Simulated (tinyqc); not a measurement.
From results back to parameters: band offset of a heterojunction with an interface dipole (two-band chains, self-consistent charge). Three cases, with inputs chosen for the exercise.

Problem. D0 is the offset of the mid-gaps without dipole, chi the charge moved per eV of offset and u the potential step per electron moved. In linear response the valence offset is S D0 - (G2 - G1)/2 with S = 1/(1 + u chi/2). Two interfaces between the same crystals differ in D0 by a known amount, as from a layer of fixed dipoles; their offsets come from hidden S and D0.

Case 1.

Values chosen (out of a larger set: gaps near those of Si and HfO2; the chains and D0 are free models, so the offsets are not those of the real pair; not measured data): G1 = 1.07 eV (gap on the left); G2 = 6.02 eV (gap on the right).

chi = 0.12360 1/eV

valence offsets (eV): first -2.78780, second -1.97860

D0(second) - D0(first) = 1.19 eV

Case 2.

Values chosen (out of a larger set: gaps near those of Si and GaP; the chains and D0 are free models, so the offsets are not those of the real pair; not measured data): G1 = 1.11 eV (gap on the left); G2 = 2.22 eV (gap on the right).

chi = 0.32088 1/eV

valence offsets (eV): first -0.83346, second -0.10518

D0(second) - D0(first) = 1.02 eV

Case 3.

Values chosen (out of a larger set: gaps near those of SiC and SiO2; the chains and D0 are free models, so the offsets are not those of the real pair; not measured data): G1 = 3.32 eV (gap on the left); G2 = 9.35 eV (gap on the right).

chi = 0.05652 1/eV

valence offsets (eV): first -3.61287, second -2.84301

D0(second) - D0(first) = 0.94 eV

Find: S; D0 of the first; u.

Solution. S is the change of the offset over the change of D0; then D0 = (offset + (G2 - G1)/2)/S and u = 2 (1/S - 1)/chi.

Case 1.

S = 0.680
D0 of the first = -0.46 eV
u = 7.6 eV

Case 2.

S = 0.714
D0 of the first = -0.39 eV
u = 2.5 eV

Case 3.

S = 0.819
D0 of the first = -0.73 eV
u = 7.8 eV

Computed by tinyqc, one run a case: `OMP_NUM_THREADS=1 python tinyqc.py N N+1 out.jsonl` with N = 1482621, 1482631, 1482713; one thread of a shared Intel(R) Xeon(R) Processor @ 2.30GHz, about 0.5 s a run at most.
